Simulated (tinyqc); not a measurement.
From one barrier to a miniband: Kronig-Penney superlattice by transfer matrices.

Wells (width a, potential 0, mass mw) alternate with barriers (width b, height V0, mass mb); period d = a + b; c = hbar^2/2m0. The vector (psi, psi'/m) is continuous, and a layer of thickness t carries it by M = [[cos kt, (m/k) sin kt], [-(k/m) sin kt, cos kt]] with k = sqrt(m (E - V)/c); for E < V, k = i kappa gives [[cosh, (m/kappa) sinh], [(kappa/m) sinh, cosh]] of kappa t. A Bloch state obeys cos(q d) = tr(Mb Mw)/2.

Constants: hbar^2/2m0 = 3.80998211 eV angstrom^2.

Inputs chosen for the exercise (near those of the light valleys of a Si film between layers of SiO2; the results hold for these values, not for the real material):

| symbol | value | unit | meaning |
|---|---|---|---|
| a | 12 | angstrom | well width |
| b | 6 | angstrom | barrier width |
| V0 | 3.081 | eV | barrier height |
| mw | 0.195 | m0 | mass in the wells |
| mb | 0.491 | m0 | mass in the barriers |

Transmission through N barriers separated by wells, between leads of the well material: T = 4/[(M11 + M22)^2 + (u M12 - M21/u)^2] with u = k/mw and M the product over all layers; twelve evenly spaced energies around the first miniband.

Transmission:

| E (eV) | tr M/2 of a period | N = 1 | N = 2 | N = 4 | N = 8 |
|---|---|---|---|---|---|
| 0.464304 | 1.984 | 0.00321 | 0.000204 | 1.08e-06 | 3.10e-11 |
| 0.471377 | 1.580 | 0.00326 | 0.000328 | 5.14e-06 | 1.35e-09 |
| 0.478451 | 1.185 | 0.00331 | 0.000592 | 4.53e-05 | 3.71e-07 |
| 0.485524 | 0.798 | 0.00337 | 0.00132 | 0.00440 | 0.00153 |
| 0.492598 | 0.420 | 0.00342 | 0.00484 | 0.00289 | 0.0267 |
| 0.499671 | 0.051 | 0.00347 | 0.254 | 0.0792 | 0.0219 |
| 0.506745 | -0.311 | 0.00353 | 0.00908 | 0.00351 | 0.00952 |
| 0.513818 | -0.664 | 0.00358 | 0.00203 | 0.0347 | 0.00942 |
| 0.520891 | -1.009 | 0.00363 | 0.000895 | 0.000209 | 4.03e-05 |
| 0.527965 | -1.345 | 0.00369 | 0.000511 | 1.86e-05 | 2.87e-08 |
| 0.535038 | -1.674 | 0.00374 | 0.000335 | 3.94e-06 | 5.74e-10 |
| 0.542112 | -1.996 | 0.00379 | 0.000239 | 1.23e-06 | 3.34e-11 |

What can be read from this table?

5 of the energies lie in the miniband (|tr M/2| <= 1); there T for N = 8 runs between 0.00153 and 0.0267. In the gaps it falls with N: at E = 0.5421 eV from 1.23e-06 (N = 4) to 3.34e-11 (N = 8), a slope of ln T of -2.63 a period, against -2 arccosh|tr M/2| = -2.63.

(tinyqc, `OMP_NUM_THREADS=1 python tinyqc.py 1280495 1280496 out.jsonl`, Intel(R) Xeon(R) Processor @ 2.30GHz, 1 thread, shared host, about 0.04 s.)
